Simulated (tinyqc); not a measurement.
Scale length and length offset from two DIBL values.

Inverse problem. DIBL = exp(-Le/(2 l)) + 2 exp(-Le/l) with Le = L - dL. Find l, dL and the drawn length for a DIBL of 100 mV/V.

DIBL at drawn lengths 100 and 150 nm (mV/V): 99.072975  23.759813

Solution. With e = exp(-Le/(2 l)), 2 e^2 + e = DIBL gives e and so Le/l at each length; Le/l is a straight line in L with slope 1/l.

l = 19.0 nm
dL = 6.20 nm
length for 100 mV/V = 99.7 nm

Numbers from tinyqc (`OMP_NUM_THREADS=1 python tinyqc.py 2002110 2002111 out.jsonl`; about 0.01 s on one thread of a shared Intel Xeon 2.30GHz).
